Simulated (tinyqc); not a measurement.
Ways to converge the cycle: SCF convergence aids in the 3-21g basis, for H2, spin multiplicity 1. Computed by the program tinyqc with PySCF. RHF with one setting changed at a time; a run stops when the energy changes by less than 1e-09 hartree and the error matrix is below 1e-5. The start is the Wolfsberg-Helmholz matrix. Damping d keeps d of the old density; a shift (hartree) raises the virtual levels; DIIS n extrapolates F over n matrices.

Geometry (angstrom):

| atom | x | y | z |
|---|---|---|---|
| H | 0.0000 | 0.0000 | 0.0000 |
| H | 0.0000 | 0.0000 | 0.9180 |

lowest restricted solution found by these runs and by PySCF = -1.105584 hartree

Largest element of the error matrix X^T (FDS - SDF) X:

| iteration | plain | damping 0.3 | damping 0.6 | shift 0.4 | DIIS 3 | DIIS 8 |
|---|---|---|---|---|---|---|
| 1 | 1.3e-01 | 1.3e-01 | 1.3e-01 | 1.3e-01 | 1.3e-01 | 1.3e-01 |
| 2 | 1.9e-02 | 5.3e-02 | 8.6e-02 | 4.2e-02 | 1.9e-02 | 1.9e-02 |
| 3 | 2.9e-03 | 2.1e-02 | 5.7e-02 | 1.4e-02 | 1.7e-05 | 1.7e-05 |
| 4 | 4.3e-04 | 8.6e-03 | 3.7e-02 | 4.4e-03 | 7.3e-06 | 7.3e-06 |
| 5 | 6.5e-05 | 3.5e-03 | 2.5e-02 | 1.4e-03 | - | - |
| 6 | 9.7e-06 | 1.4e-03 | 1.6e-02 | 4.6e-04 | - | - |
| 8 | - | 2.3e-04 | 7.1e-03 | 4.8e-05 | - | - |
| 10 | - | 3.8e-05 | 3.1e-03 | 5.0e-06 | - | - |
| 14 | - | 1.0e-06 | 5.8e-04 | - | - | - |
| 20 | - | - | 4.8e-05 | - | - | - |
| 30 | - | - | 7.5e-07 | - | - | - |

How each run ends:

| run | iterations | E (hartree) | state |
|---|---|---|---|
| plain | 7 | -1.10558 | lowest found |
| damping 0.3 | 17 | -1.10558 | lowest found |
| damping 0.6 | 35 | -1.10558 | lowest found |
| shift 0.4 | 10 | -1.10558 | lowest found |
| DIIS 3 | 4 | -1.10558 | lowest found |
| DIIS 8 | 4 | -1.10558 | lowest found |

What does the comparison show, and why?

6 of 6 runs reach the lowest restricted solution found, in 4 to 35 iterations (fastest: DIIS 3, DIIS 8). Plain steps already contract here, so damping only slows them. DIIS 3 and DIIS 8 gain by cancelling the error over several earlier matrices, much as a quasi-Newton step does.
